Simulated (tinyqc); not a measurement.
Orbital energy against energy difference: ionisation energy by orbital energies and by energy differences in the 6-31g* basis, for H4, spin multiplicity 1. Computed by the program tinyqc with PySCF. 

Geometry (angstrom):
```
atom       x       y       z
H     0.0000  0.0000  0.0000
H     0.0000  0.0000  0.7930
H     0.0000  0.0000  1.7620
H     0.0000  0.0000  2.5550
```

CCSD(T) difference in the same basis = 12.8073 eV

IP-EOM-CCSD = 12.8179 eV

The cation is unrestricted; errors are against CCSD(T) in this basis, not against experiment.

First vertical ionisation energy (eV):
```
method     -e(HOMO)  E(cation) - E  error of -e(HOMO)  error of the difference
HF           13.016       12.26952              0.209                   -0.538
LDA           8.008       12.67455             -4.800                   -0.133
PBE           8.102       12.74027             -4.705                   -0.067
B3LYP         9.336       12.97421             -3.471                    0.167
PBE0          9.511       12.85987             -3.296                    0.053
CAM-B3LYP    10.934       12.94188             -1.874                    0.135
LC-wPBE      12.334       12.98179             -0.473                    0.174
```

Koopmans errs by +0.21 eV and Delta-HF by -0.54 eV: relaxation, 0.75 eV, lowers the value and the missing correlation difference works against it. The PBE level is off by -4.7 eV through the wrong tail of its potential, though its energy difference is off by -0.07 eV; exact exchange deepens the level, and among the orbital energies HF comes closest; among the differences PBE0 does.
